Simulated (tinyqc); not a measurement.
Octagonal on-chip spiral inductor, lumped pi model: two steps of the calculation.

Outer diameter do = di + 2 n wd + 2 (n - 1) sp, mean da = (do + di)/2, fill p = (do - di)/(do + di), length l = 3.314 n da. L = 2.25 mu0 n^2 da/(1 + 3.55 p), mu0 = 4 pi 1e-7 H/m. Rs = rho l/(wd delta (1 - exp(-th/delta))), delta = sqrt(rho/(pi f mu0)). Cs = n wd^2 eps0 eo/hu across the coil. At each end Cox = l wd eps0 eo/(2 ho) leads to the substrate branch Rsi = 2 rs he/(l wd) in parallel with Csi = l wd eps0 11.7/(2 he). With one end grounded Y = 1/(Rs + i w L) + i w Cs + 1/[1/(i w Cox) + 1/(1/Rsi + i w Csi)], w = 2 pi f; Q = -Im Y/Re Y. Eddy currents in neighbouring turns and in the substrate are left out.

Inputs (values chosen for the exercise); values of the order met in silicon radio-frequency processes: number of turns n = 4.5; line width wd = 10 um; space between turns sp = 3 um; inner diameter di = 60 um; metal thickness th = 2 um; metal resistivity rho = 1.9 uohm cm; oxide below the coil ho = 5.2 um; oxide between coil and underpass hu = 1.4 um; relative permittivity of the oxide eo = 3; substrate resistivity rs = 1 ohm cm; effective spreading depth in the substrate he = 30 um; frequency f = 3.3 GHz.

Constants: eps0 = 8.8541878128e-12 F/m. Results are converted to the units shown.

Question 1. Geometry and model elements. do, l, L, delta, Rs, Cs, Cox, Rsi and Csi as defined.

Find: do; l; L; delta; Rs; Cs; Cox; Rsi; Csi.

Answer 1.

do = 171.0 um
l = 1722 um
L = 2.444 nH
delta = 1.208 um
Rs = 3.349 ohm
Cs = 8.538 fF
Cox = 43.99 fF
Rsi = 34.83 ohm
Csi = 29.74 fF

Question 2. Admittance, quality factor and apparent inductance. Series branch 1/(Rs + i w L), substrate branch, total Y, Q = -Im Y/Re Y, apparent inductance Im(1/Y)/w, metal-only value w L/Rs, share of the loss in the substrate Re(substrate branch)/Re Y.

L = 2.4439742 nH
Rs = 3.3492487 ohm
Cs = 8.5379668 fF
Cox = 43.993007 fF
Rsi = 34.834072 ohm
Csi = 29.739273 fF

Wanted: series branch; substrate branch; Y; Q; apparent inductance; w L/Rs; share of the loss in the substrate.

Answer 2.

series branch = 1.30-19.65i mS
substrate branch = 0.0289+0.9106i mS
Y = 1.33-18.56i mS
Q = 13.98
apparent inductance = 2.585 nH
w L/Rs = 15.13
share of the loss in the substrate = 2.177 %

Q is 92.4 % of the metal-only value.

Program tinyqc, `OMP_NUM_THREADS=1 python tinyqc.py 2302217 2302218 out.jsonl`; Intel Xeon 2.30GHz, shared host, one thread, about 0.01 s.
